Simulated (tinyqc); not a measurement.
What each parameter does: configuration-coordinate model of carrier capture at a defect.

Two parabolas of equal curvature k in one coordinate Q: with the carrier free at the band edge, U_f = k Q^2/2; with the carrier trapped, U_t = k (Q - dQ)^2/2 - ET. ER = k dQ^2/2, Huang-Rhys factor S = ER/hw, hw = 0.0646541 sqrt(k/M) eV for k in eV/angstrom^2 and M in u. The curves cross at a height Eb = (ER - ET)^2/(4 ER) above the free minimum.

Multiphonon factor for giving p = ET/hw phonons to the lattice: W = exp(-S (2 nb + 1)) ((nb + 1)/nb)^(p/2) I_p(x), nb = 1/(exp(hw/kT) - 1), x = 2 S sqrt(nb (nb + 1)), I_p the modified Bessel function. Classical limit: W = hw exp(-Eb/kT)/sqrt(4 pi ER kT). At T = 0: exp(-S) S^p/Gamma(p + 1).

Constants: kB = 8.617333262e-05 eV/K.

Values chosen for the exercise (of the size met at a DX centre in AlGaAs; the results hold for these values, not for the real material):
- ET = 0.18 eV (thermal depth of the level below the band edge)
- ER = 0.74 eV (relaxation energy)
- hw = 0.012 eV (phonon energy of the mode)
- T = 200 K (temperature)

Eb, log10 W and the full width 2.35482 sqrt(ER hw coth(hw/2kT)). Each row changes one parameter from the base and keeps the others.

Results:

| case | Eb (eV) | log10 W | full width (eV) |
|---|---|---|---|
| base | 0.1059 | -4.148 | 0.3836 |
| ET = 0.22 eV | 0.0914 | -3.783 | 0.3836 |
| ER = 0.79 eV | 0.1178 | -4.456 | 0.3963 |
| hw = 0.0144 eV | 0.1059 | -4.049 | 0.3868 |
| T = 230 K | 0.1059 | -3.845 | 0.4094 |

The largest shifts from the base row, up to three for each result and ties (the steps differ in size, so this ranks the rows, not the parameters). Eb (eV): ET -0.0146, ER +0.0118; unchanged at the printed digits by hw and T. log10 W: ET +0.365, ER -0.308, T +0.303. full width (eV): T +0.0258, ER +0.0127, hw +0.0032; unchanged at the printed digits by ET.

Run: tinyqc, `OMP_NUM_THREADS=1 python tinyqc.py 1450837 1450838 out.jsonl`; Intel(R) Xeon(R) Processor @ 2.30GHz, one thread, shared host; about 0.01 s of CPU time with all checks.
